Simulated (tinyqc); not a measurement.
Inside a calculation. Model: avalanche multiplication and breakdown of a junction from ionisation integrals. Computed by tinyqc, a small Python program that keeps every step. Command: `OMP_NUM_THREADS=1 python tinyqc.py 3018651 3018652 out.jsonl impact walk`. One thread of a shared host (Intel(R) Xeon(R) Processor @ 2.30GHz), about 0.01 s of CPU time with the checks. Intermediate numbers are printed to about 7 digits and carried at full precision; extremes and crossings named in words are read from the listed rows.

Ionisation coefficients follow the local field. Position x runs through the depletion layer from the p side (x = 0), where electrons enter, to the n side (x = w), where holes enter. The built-in voltage is neglected.

Inputs (values chosen for the exercise, modelled on diamond):

| quantity | value | unit |
|---|---|---|
| electron prefactor a_n | 1.76e+08 | 1/cm |
| electron field b_n | 7.68e+07 | V/cm |
| hole prefactor a_p | 5.41e+06 | 1/cm |
| hole field b_p | 1.38e+07 | V/cm |
| exponent c | 1 | - |
| permittivity eps | 5.7 | - |
| doping gradient a | 7.1e+21 | 1/cm^4 |
| bias as a fraction of the breakdown voltage | 0.75 | - |

Junction: linearly graded.

Constants: e = 1.602176634e-19 C; eps_0 = 8.8541878128e-12 F/m.

## Breakdown

alpha_n = a_n exp(-(b_n/F)^c), alpha_p = a_p exp(-(b_p/F)^c). Field F = F_m [1 - (2x/w - 1)^2], w = sqrt(8 eps eps_0 F_m/(e a)), V = (2/3) F_m w. With Phi(x) = int_0^x (alpha_n - alpha_p) dx': 1 - 1/M_n = I_n = int_0^w alpha_n exp(-Phi) dx and M_p = M_n exp(-Phi(w)); trapezoid rule on 401 even points; breakdown at I_n = 1. Solve I_n(F_m) = 1.

critical field F_m = 4.470671 MV/cm

width at breakdown = 1.259676 micrometre

breakdown voltage = 375.4397 V

## Coefficients at the critical field

The formulas are those given above.

alpha_n = 6.094364 1/cm

alpha_p = 246958.2 1/cm

ratio k = alpha_p/alpha_n = 40522.40

shorter ionisation length = 0.04049268 micrometre

Holes ionise more readily at the peak field.

## Field and integrand below breakdown

Bias V = fraction times the breakdown voltage.

peak field = 3.690457 MV/cm

Every 50th point:

| x (micrometre) | F (MV/cm) | alpha_n (1/cm) | alpha_p (1/cm) | Phi | I_n up to x |
|---|---|---|---|---|---|
| 0.000000 | 0.000000 | 0 | 0.0 | 0 | 0 |
| 0.143061 | 1.614575 | 3.868656e-13 | 1050.1 | -1.641698e-03 | 1.370477e-19 |
| 0.286123 | 2.767843 | 1.566897e-04 | 36972.4 | -2.050662e-01 | 2.568170e-10 |
| 0.429184 | 3.459804 | 4.028421e-02 | 100217.1 | -1.197042e+00 | 3.806668e-07 |
| 0.572246 | 3.690457 | 1.613089e-01 | 128590.2 | -2.898100e+00 | 1.595804e-05 |
| 0.715307 | 3.459804 | 4.028421e-02 | 100217.1 | -4.599158e+00 | 8.134819e-05 |
| 0.858369 | 2.767843 | 1.566897e-04 | 36972.4 | -5.591133e+00 | 1.010342e-04 |
| 1.001430 | 1.614575 | 3.868656e-13 | 1050.1 | -5.794558e+00 | 1.010950e-04 |
| 1.144491 | 0.000000 | 0 | 0.0 | -5.796199e+00 | 1.010950e-04 |

## Multiplication and noise

M_n = 1/(1 - I_n), M_p = M_n exp(-Phi(w)); McIntyre excess noise for the carrier with the larger M, F_x = k M + (1 - k)(2 - 1/M), with k = (smaller M - 1)/(larger M - 1).

M_n = 1.000101

M_p = 329.0799

effective k = 3.081725e-07

excess noise factor = 1.997062

Injecting holes gives the larger gain and, at equal gain, the lower noise.

## Gain against bias and Miller's formula

Miller's exponent n is defined by 1 - 1/M = (V/V_B)^n for the larger M.

Gain:

| V/V_B | V (V) | F_m (MV/cm) | M_n | M_p | Miller exponent n |
|---|---|---|---|---|---|
| 0.50 | 187.7198 | 2.816346 | 1.000000 | 4.168656e+00 | 3.957112e-01 |
| 0.60 | 225.2638 | 3.180340 | 1.000000 | 1.626332e+01 | 1.242297e-01 |
| 0.70 | 262.8078 | 3.524558 | 1.000018 | 1.064358e+02 | 2.646597e-02 |
| 0.80 | 300.3518 | 3.852707 | 1.000588 | 1.149069e+03 | 3.901742e-03 |
| 0.90 | 337.8957 | 4.167424 | 1.022371 | 2.018512e+04 | 4.702205e-04 |
| 0.95 | 356.6677 | 4.320378 | 1.167773 | 1.123960e+05 | 1.734564e-04 |
| 0.98 | 367.9309 | 4.410861 | 1.841151 | 4.812942e+05 | 1.028443e-04 |
| 0.99 | 371.6853 | 4.440816 | 3.077725 | 1.131371e+06 | 8.794569e-05 |

The larger gain starts at 4.17 and reaches 1.13e6 at 0.99. Miller's exponent runs from 8.8e-5 to 0.40, so it is not a constant: a fit holds over a narrow range only. From the first row to the last the voltage grows by a factor 1.98 and the peak field by 1.58.

Checks made by the program: the hole form of the condition, int alpha_p exp(Phi(w) - Phi) dx = 1 (relative difference 5e-05).
